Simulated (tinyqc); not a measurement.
Resistance of a source-drain extension with a graded tip: one step of the calculation.

y runs along the channel, the gate covers y > 0. The doping is N0 for y < y0 and N0 10^(-(y - y0)/la) beyond, uniform over the depth xj. Sheet conductance s(y) = q mu(N) max(N - Nch, 0) xj + (for y > 0) ma Cox Vo, with mu(N) = u0 + (u1 - u0)/(1 + (N/Nr)^au) and Cox = eps0 eox/tox. Current is taken as one-dimensional; depletion of the tip, spreading and the contact are left out. The metallurgical junction lies at yj, where N = Nch.

Question. Sheet resistances and junction position. yj = y0 + la log10(N0/Nch); sheet resistance of the full extension 1/[q mu(N0)(N0 - Nch) xj] and of the gate-induced layer 1/(ma Cox Vo); metallurgical length Lg - 2 yj; ye is where the doped and the gate-induced conductances are equal.

Parameters, values chosen for the exercise; mobility law close to that of electrons in silicon: relative permittivity of the gate insulator (close to hafnium oxide) eox = 21.5; insulator thickness tox = 7.5 nm; active doping of the extension far from the gate N0 = 9.8e19 cm^-3; lateral abruptness la = 6.5 nm/decade; position under the gate where the fall begins (gate edge at 0) y0 = 4.9 nm; depth of the extension xj = 12 nm; channel doping Nch = 3.5e18 cm^-3; gate overdrive Vo = 0.37 V; mobility of the gate-induced layer ma = 150 cm^2/(V s); mobility at low doping u1 = 1414 cm^2/(V s); mobility at high doping u0 = 68.5 cm^2/(V s); reference doping Nr = 9.2e16 cm^-3; exponent au = 0.711; gate length Lg = 90 nm.

Constants: q = 1.602176634e-19 C, eps0 = 8.8541878128e-14 F/cm where lengths are in cm. Results are converted to the units shown.

Give: yj; sheet resistance of the extension; sheet resistance of the induced layer; metallurgical length; ye; N at ye.

Answer.

yj = 14.31 nm
sheet resistance of the extension = 706.5 ohm/square
sheet resistance of the induced layer = 7099 ohm/square
metallurgical length = 61.39 nm
ye = 11.38 nm
N at ye = 9.855e18 cm^-3

The gate takes over 2.92 nm before the junction, where N is still 2.82 times the channel doping.

Computed by the program tinyqc: `OMP_NUM_THREADS=1 python tinyqc.py 2282260 2282261 out.jsonl`, one thread of a shared Intel Xeon 2.30GHz, about 0.03 s for the whole run.
